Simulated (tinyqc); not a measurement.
Inside a calculation. Model: input admittance of a MOSFET at zero drain bias: distributed channel and distributed gate.

Numbers from tinyqc (`OMP_NUM_THREADS=1 python tinyqc.py 2262210 2262211 out.jsonl`; about 0.01 s on one thread of a shared Intel Xeon 2.30GHz). Printed values are rounded.

Source and drain grounded, strong inversion, w = 2 pi f, Cox = eps0 eox/tox. The channel is an RC line of resistance 1/(mu Cox Vo) per square fed from both ends, so one finger has the intrinsic admittance y = i w Cox L tanh(g)/g per width, g = (1/2) sqrt(i w tau), tau = L^2/(mu Vo). The vertical resistance rv/L is in series with y, the overlaps 2 i w Cov in parallel: y_t = 1/(1/y + rv/L) + 2 i w Cov. The gate strip is a line of Rsh/L per length loaded by y_t, so a finger has Y = y_t Wf tanh(k)/k, k = (Wf/sd) sqrt(y_t Rsh/L); the device has Nf Y.

Values chosen for this exercise; values of the order met in silicon radio-frequency transistors:

| symbol | value | unit | meaning |
|---|---|---|---|
| eox | 7.4 |  | relative permittivity of the gate insulator (close to silicon nitride) |
| tox | 15 | nm | insulator thickness |
| L | 0.46 | um | channel length |
| Wf | 13 | um | finger width |
| Nf | 64 |  | number of fingers |
| mu | 190 | cm^2/(V s) | channel mobility |
| Vo | 0.75 | V | gate overdrive |
| Rsh | 5.4 | ohm/square | sheet resistance of the gate |
| rv | 5.7 | ohm um^2 | vertical resistivity of the gate stack |
| sd | 1 |  | number of ends at which a finger is contacted |
| Cov | 0.2 | fF/um | overlap and fringe capacitance on each side |
| f | 40 | GHz | frequency |

Constants: eps0 = 8.8541878128e-14 F/cm where lengths are in cm. Results are converted to the units shown.

## Low-frequency resistances and capacitance

Low-frequency limits, with c = Cox L and ct = c + 2 Cov: R_strip = Rsh Wf/(3 sd^2 L Nf), R_ch = (c/ct)^2 L/(12 mu Cox Vo Wf Nf), R_vert = (c/ct)^2 rv/(L Wf Nf), C = ct Wf Nf.

parts (ohm): strip 0.794837, channel 0.514823, vertical 0.0103586
sum = 1.32002 ohm
C = 2004.55 fF
1/(2 pi R C) = 60.1484 GHz

The strip term is the largest, 60.2 % of the sum.

## Admittance of the channel and stack per width

tau, g, c = Cox L, y and y_t as defined.

tau = 14.8491 ps
g = 0.683007+0.683007i
c = 2.00931 fF/um
y = 137.687+453.704i uS/um
y_t = 139.990+552.677i uS/um

w tau = 3.73, and Im y is 0.898 of w c.

## Input impedance of the device

k and Y as defined; Z = 1/(Nf Y) = R + 1/(i w C); Q = |Im Z|/R; signal at the point farthest from a contact |1/cosh k|.

k = 0.839291+0.653208i
Nf Y = 212.839+345.482i mS
R = 1.29261 ohm
C = 1896.35 fF
Q = 1.62321
signal at the far point = 0.811961

R is 2.1 % below its low-frequency limit and C is 5.4 % below its own.
